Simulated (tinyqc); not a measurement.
# Off-state leakage of single and stacked transistors: subthreshold current against the height of the stack

n-channel devices of unit width. Subthreshold current I(Vg, Vs, Vd) = I0 (T/300 K)^0.5 exp[(Vg - Vs - VT(T) - gb (Vs - Vb) + dd (Vd - Vs))/(nf Vt)] (1 - exp(-(Vd - Vs)/Vt)), VT(T) = VT - cT (T - 300 K). Gate-edge tunnelling Ig (Vd/1 V) exp(ag (Vd - 1 V)), for a gate at 0 V, and band-to-band leakage Ab u exp(-Bb/u), u = Vd - Vb + 1 V, flow at a drain held at V; both are taken as independent of T. In a stack of off transistors (all gates at 0 V) the same subthreshold current passes through each.

All n gates at 0 V, bottom source at 0 V, top drain at V; node voltages follow from equal currents.

Values chosen for this exercise; values of the order met in bulk silicon logic transistors:
- T = 378 K (temperature)
- V = 1.1 V (supply voltage)
- VT = 0.33 V (threshold at 300 K, zero drain and body bias)
- cT = 0.5 mV/K (fall of the threshold with temperature)
- I0 = 0.21 uA/um (current at threshold at 300 K)
- nf = 1.44 (slope factor)
- dd = 0.12 (drain-induced lowering per volt)
- gb = 0.18 (rise of the threshold per volt of source-body bias)
- Vb = 0 V (body voltage)

Constants: q = 1.602176634e-19 C, kB = 1.380649e-23 J/K, Vt = kB T/q. Results are converted to the units shown.

Subthreshold current against the height of the stack:
```
n,I (nA/um),reduction factor,drain voltage of the bottom device (mV),source voltage of the top device (mV),voltage across the top device (V)
1,7.948,1.000,1100,0,1.100
2,0.5743,13.84,94.81,94.81,1.005
3,0.2881,27.59,27.05,119.7,0.9803
4,0.1923,41.34,15.96,134.3,0.9657
5,0.1443,55.08,11.35,144.6,0.9554
6,0.1155,68.80,8.812,152.7,0.9473
```

The second transistor cuts the current by a factor of 13.8, the third by a further 1.99 and the sixth by 1.25. The top device keeps 86.1 % of the supply at n = 6, while the drain voltage of the bottom one falls to 0.271 Vt.

Computed by the program tinyqc: `OMP_NUM_THREADS=1 python tinyqc.py 2242132 2242133 out.jsonl`, one thread of a shared Intel Xeon 2.30GHz, about 0.03 s for the whole run.
